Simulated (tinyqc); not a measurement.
Longitudinal sound in a periodic multilayer: transfer matrices, stop bands and folded phonons: one step, computed by the program tinyqc.

Layers 1 and 2 repeat with period d = d_1 + d_2; waves travel normal to the layers, without loss. State vector (u, s): displacement u and stress divided by omega. Impedances Z = rho v are in 1e6 kg/(m^2 s).

Problem. Transfer matrix of one period. A layer maps (u, s) by [[cos p, sin p/Z], [-Z sin p, cos p]], p = 2 pi f d_i/v_i; one period is M = M_2 M_1, and cos(q d) = trace(M)/2.

Inputs (values chosen for the exercise, modelled on aluminium (layer 1), tungsten (layer 2) and gallium arsenide (substrate)): velocity v_1 = 6420 m/s; thickness d_1 = 6.01 nm; velocity v_2 = 5240 m/s; thickness d_2 = 4.89 nm; frequency f = 203 GHz.

Z_2 = 100.608

Z_1 = 17.5266

Give: phase p_1; phase p_2; M; trace(M)/2.

Solution.

phase p_1 = 1.194 rad

phase p_2 = 1.190 rad

M:
```
[[-0.01376, 0.02310],
 [-40.42, -4.819]]
```

trace(M)/2 = -2.417

|trace/2| > 1: f lies in a stop band, and the amplitude falls by a factor 4.616 a period.
